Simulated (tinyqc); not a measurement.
From results back to parameters: sp3s* tight binding. Four cases, with inputs chosen for the exercise.

Problem. For a crystal of one element and without spin-orbit coupling the levels at Gamma are Es -/+ |Vss| and Ep -/+ Vxx, and the upper valence level at X is Ep - Vxy. The levels below come from hidden parameters.

Case 1.

s levels at Gamma (eV): -12.5040  4.2180

p levels at Gamma (eV): -0.0120  3.3940

upper valence level at X = -2.9360 eV

Case 2.

s levels at Gamma (eV): -12.5010  4.1090

p levels at Gamma (eV): -0.0080  3.4300

upper valence level at X = -2.8690 eV

Case 3.

s levels at Gamma (eV): -12.6580  0.8900

p levels at Gamma (eV): -0.0210  3.2210

upper valence level at X = -3.2950 eV

Case 4.

s levels at Gamma (eV): -12.5030  4.1010

p levels at Gamma (eV): 0.0010  3.4310

upper valence level at X = -2.8660 eV

Find: Es, |Vss|, Ep, Vxx, Vxy.

Solution. Means give the levels and half the splittings give the couplings; Vxy = Ep - E(X).

Case 1.

Es, |Vss|, Ep, Vxx, Vxy (eV): -4.143  8.361  1.691  1.703  4.627

Case 2.

Es, |Vss|, Ep, Vxx, Vxy (eV): -4.196  8.305  1.711  1.719  4.580

Case 3.

Es, |Vss|, Ep, Vxx, Vxy (eV): -5.884  6.774  1.600  1.621  4.895

Case 4.

Es, |Vss|, Ep, Vxx, Vxy (eV): -4.201  8.302  1.716  1.715  4.582

Computed by tinyqc, one run a case: `OMP_NUM_THREADS=1 python tinyqc.py N N+1 out.jsonl` with N = 1481465, 1481471, 1481495, 1481589; one thread of a shared Intel(R) Xeon(R) Processor @ 2.30GHz, about 0.2 s a run at most.
